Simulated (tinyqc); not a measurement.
Pariser-Parr-Pople SCF with singles CI, for the molecule c1ccc2[nH]ccc2c1 (SMILES; centres numbered as the heavy atoms are written), step by step. One step of it, computed by the program tinyqc.

Problem. PPP integrals. Mataga-Nishimoto: gamma = 14.399645/(R + a), a = 2 x 14.399645/(gamma_rr + gamma_ss); H_rr = -W_r - sum_(s != r) z_s gamma_rs; H_rs = beta for bonds.

Centres (angstrom, eV; a flat drawing with bonds scaled to 1.40 angstrom):

| centre | x | y | core charge z | W | gamma_rr |
|---|---|---|---|---|---|
| 1C | 2.152000 | -0.700000 | 1 | 11.160000 | 11.130000 |
| 2C | 2.152000 | 0.700000 | 1 | 11.160000 | 11.130000 |
| 3C | 0.939000 | 1.400000 | 1 | 11.160000 | 11.130000 |
| 4C | -0.273000 | 0.700000 | 1 | 11.160000 | 11.130000 |
| 5N | -1.605000 | 1.133000 | 2 | 25.600000 | 16.800000 |
| 6C | -2.427000 | 0.000000 | 1 | 11.160000 | 11.130000 |
| 7C | -1.605000 | -1.133000 | 1 | 11.160000 | 11.130000 |
| 8C | -0.273000 | -0.700000 | 1 | 11.160000 | 11.130000 |
| 9C | 0.939000 | -1.400000 | 1 | 11.160000 | 11.130000 |

Resonance integrals (eV):

| i | j | beta |
|---|---|---|
| 1 | 2 | -2.470000 |
| 2 | 3 | -2.470000 |
| 3 | 4 | -2.470000 |
| 4 | 5 | -2.320000 |
| 5 | 6 | -2.320000 |
| 6 | 7 | -2.470000 |
| 7 | 8 | -2.470000 |
| 8 | 9 | -2.470000 |
| 9 | 1 | -2.470000 |
| 8 | 4 | -2.470000 |

Give: repulsion gamma_rs; core matrix H.

Solution.

repulsion gamma_rs (eV):
```
         1C       2C       3C       4C       5N       6C       7C       8C
1C  11.1300   5.3455   3.8720   3.5174   2.7631   2.4299   2.8370   3.8722
2C   5.3455  11.1300   5.3446   3.8722   2.9918   2.4299   2.6305   3.5174
3C   3.8720   5.3446  11.1300   5.3463   4.0121   2.9153   2.9485   3.8725
4C   3.5174   3.8722   5.3463  11.1300   5.9216   4.0464   4.0453   5.3455
5N   2.7631   2.9918   4.0121   5.9216  16.8000   5.9236   4.3673   4.3675
6C   2.4299   2.4299   2.9153   4.0464   5.9236  11.1300   5.3460   4.0464
7C   2.8370   2.6305   2.9485   4.0453   4.3673   5.3460  11.1300   5.3443
8C   3.8722   3.5174   3.8725   5.3455   4.3675   4.0464   5.3443  11.1300
9C   5.3446   3.8720   3.5175   3.8725   3.1161   2.9153   3.7385   5.3463

         9C
1C   5.3446
2C   3.8720
3C   3.5175
4C   3.8725
5N   3.1161
6C   2.9153
7C   3.7385
8C   5.3463
9C  11.1300
```

core matrix H (eV):
```
          1C        2C        3C        4C        5N        6C        7C        8C
1C  -43.9047   -2.4700    0.0000    0.0000    0.0000    0.0000    0.0000    0.0000
2C   -2.4700  -44.1557   -2.4700    0.0000    0.0000    0.0000    0.0000    0.0000
3C    0.0000   -2.4700  -47.0007   -2.4700    0.0000    0.0000    0.0000    0.0000
4C    0.0000    0.0000   -2.4700  -53.0486   -2.3200    0.0000    0.0000   -2.4700
5N    0.0000    0.0000    0.0000   -2.3200  -59.0630   -2.3200    0.0000    0.0000
6C    0.0000    0.0000    0.0000    0.0000   -2.3200  -47.1364   -2.4700    0.0000
7C    0.0000    0.0000    0.0000    0.0000    0.0000   -2.4700  -46.7847   -2.4700
8C    0.0000    0.0000    0.0000   -2.4700    0.0000    0.0000   -2.4700  -51.2396
9C   -2.4700    0.0000    0.0000    0.0000    0.0000    0.0000    0.0000   -2.4700

          9C
1C   -2.4700
2C    0.0000
3C    0.0000
4C    0.0000
5N    0.0000
6C    0.0000
7C    0.0000
8C   -2.4700
9C  -45.9987
```
